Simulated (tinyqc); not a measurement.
UHF in the sto-6g basis, for H3, spin multiplicity 2, step by step. One step of it, computed by the program tinyqc.

Task: Orthogonalisation. S = U s U^T; canonical form X = U s^(-1/2), so that X^T S X = 1. Each column of U has its largest component positive (the first on a tie).

overlap S, lower triangle:
```
          1H 1s     2H 1s     3H 1s
1H 1s  1.000000
2H 1s  0.416303  1.000000
3H 1s  0.416068  0.082556  1.000000
```

Give: eigenvalues of S; X.

Result:

eigenvalues of S: 0.4513  0.9174  1.6313

X:
```
             1        2       3
1H 1s   1.0888  -0.0001  0.5339
2H 1s  -0.7181  -0.7380  0.4050
3H 1s  -0.7175   0.7385  0.4048
```
